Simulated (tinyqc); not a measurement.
What moves the results: free and nearly free electrons in a metal. A value that a table varies takes the place of the one given here.

The cubic cell holds 4 atoms: n = 4 z/a^3, kF = (3 pi^2 n)^(1/3), EF = c kF^2/m, vF = 2 c kF/(m hbar), c = hbar^2/2m0; rs = (3/(4 pi n))^(1/3)/a0; D(EF) = 3 n/(2 EF).

Square wire of width w with grain size w: rho/rho0 = 1/(1 - 3 al/2 + 3 al^2 - 3 al^3 ln(1 + 1/al)) + (3/4) (1 - p) l/w, with al = (l/w) Rg/(1 - Rg) (Mayadas-Shatzkes plus the thick-wire form of Fuchs-Sondheimer); l = hbar kF/(n e^2 rho), e = 1.602176634e-19 C.

Constants: hbar^2/2m0 = 3.80998211 eV angstrom^2; hbar = 6.58211957e-16 eV s; a0 (Bohr radius) = 0.5291772105 angstrom.

Parameters, chosen for this exercise (near those of Ca; not measured data):
```
symbol  value  unit          meaning
a       5.624  angstrom      fcc lattice constant
z       2                    free electrons an atom
m       1.37   m0            mass
rho     3.68   micro-ohm cm  bulk resistivity
p       0.5                  specularity of the surfaces
Rg      0.3                  reflection at grain boundaries
w       14     nm            wire width
```

## Resistivity of narrow wires

Wires:
```
w (nm)     al  grain term (factor - 1)  surface term  rho (micro-ohm cm)
200     0.059                    0.086         0.051                4.19
100     0.117                    0.170         0.102                4.68
50      0.234                    0.335         0.205                5.67
30      0.390                    0.550         0.341                6.96
20      0.585                    0.817         0.512                8.57
14      0.836                    1.157         0.732               10.63
10      1.170                    1.607         1.024               13.36
7       1.672                    2.280         1.463               17.46
```

l = 27.31 nm

At 7 nm the resistivity is 4.74 times the bulk value; grain boundaries add more (2.28 from grains, 1.46 from surfaces). It passes twice the bulk value between 30 and 20 nm. The surface formula is meant for w above l = 27 nm, so the rows below that are rough.

## What sets the wire resistivity

All results formed anew. Each row changes one parameter from the base and keeps the others.

Results:
```
case                      EF (eV)  l (nm)  wire rho (micro-ohm cm)
base                        3.366   27.31                   10.628
a = 5.793 angstrom          3.173   28.98                   11.046
m = 1.644 m0                2.805   27.31                   10.628
rho = 4.416 micro-ohm cm    3.366   22.76                   11.383
p = 0.8                     3.366   27.31                    9.013
Rg = 0.21                   3.366   27.31                    9.043
w = 9.8 nm                  3.366   27.31                   13.558
```

The largest shifts from the base row, up to three for each result and ties (the steps differ in size, so this ranks the rows, not the parameters). EF (eV): m -0.561, a -0.194; unchanged at the printed digits by rho, p, Rg and w. l (nm): rho -4.55, a +1.67; unchanged at the printed digits by m, p, Rg and w. wire rho (micro-ohm cm): w +2.930, p -1.615, Rg -1.585; unchanged at the printed digits by m. The mass drops out of l at given rho, because vF falls and tau rises by the same factor.

Computed by tinyqc, a small Python program: `OMP_NUM_THREADS=1 python tinyqc.py 1681024 1681025 out.jsonl` (the numbers bound the seed that draws the inputs); one thread of a shared host (Intel(R) Xeon(R) Processor @ 2.30GHz), about 0.01 s for the whole set of steps.
